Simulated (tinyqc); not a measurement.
Ion-assisted plasma etching: sheath, surface coverage, synergy and aspect-ratio dependence: one step, computed by the program tinyqc.

Radicals adsorb on bare sites; ions remove covered sites with a high yield and bare sites by sputtering; a slow spontaneous reaction acts everywhere, walls included.

Task: Rate at the floor of the feature. Transmission of a long trench, rough form: K = (1 + ln(1 + A))/(1 + A + ln(1 + A)), walls that scatter diffusely without loss. With a loss probability S = s (1 - theta) at the floor, G_b/G_n = K/(K + S - K S); theta follows G_b, and the two are solved together. Ions are taken to reach the floor unshadowed; G_b replaces G_n in every term of the rate; A is depth over width. Steady coverage: s G_n (1 - theta) = x Y G_i theta; removal flux = Y G_i theta + Y_p G_i (1 - theta) + k_c G_n; rate = flux/N, 1 cm/s = 6e8 nm/min.

Inputs (values chosen for the exercise, close to those used for silicon in a halogen plasma): gas temperature T_g = 300 K; sticking coefficient s = 0.76; radicals per removed unit x = 4; spontaneous reaction probability k_c = 0.0005; solid density N = 5e+22 1/cm^3; aspect ratio A = 14.

Feature: long trench.

yield Y = 3.214742

sputter yield Y_p = 0.2296465

ion flux G_i = 5.228377e+16 1/(cm^2 s)

radical flux G_n = 2.606421e+17 1/(cm^2 s)

vertical rate = 571.8752 nm/min

Give: transmission K; G_b/G_n; coverage at the floor; rate at the floor; floor rate over open-field rate.

Result:

transmission K = 0.20940

G_b/G_n = 0.27357

coverage at the floor = 0.074591

rate at the floor = 284.21 nm/min

floor rate over open-field rate = 0.49697

The lag is 50 %. Caution: at this aspect ratio many ions strike the walls, so ion shadowing, left out here, adds to the lag. Caution: the trench transmission is an interpolation between the limits 1 and ln(A)/A, good to tens of per cent.
